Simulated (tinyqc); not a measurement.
The 3-omega method: a line heater on a substrate with a thin film. Changing the film thickness t. Computed by tinyqc, a small Python program. Command: `OMP_NUM_THREADS=1 python tinyqc.py 3002217 3002218 out.jsonl threeomega sweep`. One thread of a shared host (Intel(R) Xeon(R) Processor @ 2.30GHz), about 0.01 s of CPU time with the checks.

A current at angular frequency omega = 2 pi f heats the line at 2 omega with the amplitude P per length; the temperature swing Delta T at 2 omega gives a voltage at 3 omega. The substrate is taken as semi-infinite and isotropic, and the heat capacity of heater and film is left out.

Inputs (values chosen for the exercise, modelled on alumina on silicon): substrate conductivity kappa = 147 W/(m K); substrate heat capacity C = 1.69 1e6 J/(m^3 K); heater half-width b = 9.3 micrometre; power amplitude per length P = 12 W/m; current frequency f = 63 Hz; film conductivity kappa_f = 1.5 W/(m K); interface resistance R_i = 6.3 m^2 K/GW; substrate thickness d_s = 525 micrometre; temperature coefficient of resistance beta = 3.1 1e-3/K; voltage amplitude V_1 = 1.3 V.

Method:
- D = kappa/C; q = sqrt(2 i omega/D); penetration depth 1/|q| = sqrt(D/(2 omega)).
- Delta T_s = (P/(pi kappa)) int_0^infinity (sin x/x)^2 / sqrt(x^2 + (q b)^2) dx with (q b)^2 = i |q b|^2, averaged over the heater width (12 Gauss-Legendre points on each of the pieces 0, 14 log-spaced edges from 1e-5 to 1, and multiples of pi to 40 pi; the tail adds 1/(4 (40 pi)^2)).
- For |q| b much below 1: Delta T_s = (P/(pi kappa)) [-ln(|q| b) + eta - i pi/4], eta = 3/2 - C_E = 0.92278, with Euler's C_E = 0.5772157.
- One-dimensional flow across the film: Delta T_f = P (t/kappa_f + R_i)/(2 b); total in-phase swing Delta T = Delta T_s + Delta T_f; third-harmonic amplitude V_3 = V_1 beta |Delta T|/2 with the out-of-phase part included; the apparent film conductivity is t/(t/kappa_f + R_i).

One run for each value:
```
film thickness t (nm)  apparent film conductivity (W/(m K))  Delta T_f (K)  film share of the in-phase swing
10                                                    0.771         0.0084                            0.0668
19                                                    1.002         0.0122                            0.0948
38                                                    1.201         0.0204                            0.1487
73                                                    1.328         0.0355                            0.2328
140                                                   1.405         0.0643                            0.3549
270                                                   1.449         0.1202                            0.5071
530                                                   1.474         0.2320                            0.6651
1000                                                  1.486         0.4342                            0.7880
2000                                                  1.493         0.8643                            0.8809
```

Describe and explain the trends.

Over the rows, apparent film conductivity (W/(m K)) rises from 0.771 to 1.49 (exponent d ln y / d ln x 0.41 between the first rows and 0.0068 between the last); Delta T_f (K) rises from 0.00837 to 0.864 (exponent d ln y / d ln x 0.59 between the first rows and 0.99 between the last); film share of the in-phase swing rises from 0.0668 to 0.881 (exponent d ln y / d ln x 0.55 between the first rows and 0.16 between the last). The film resistance t/kappa_f + R_i is a straight line in t: its slope gives kappa_f = 1.5 W/(m K) and its intercept R_i; the two terms are equal at t = 9.45 nm.

Caution (all rows): the penetration depth exceeds a fifth of the substrate thickness, so the back face is felt and the semi-infinite formula fails.
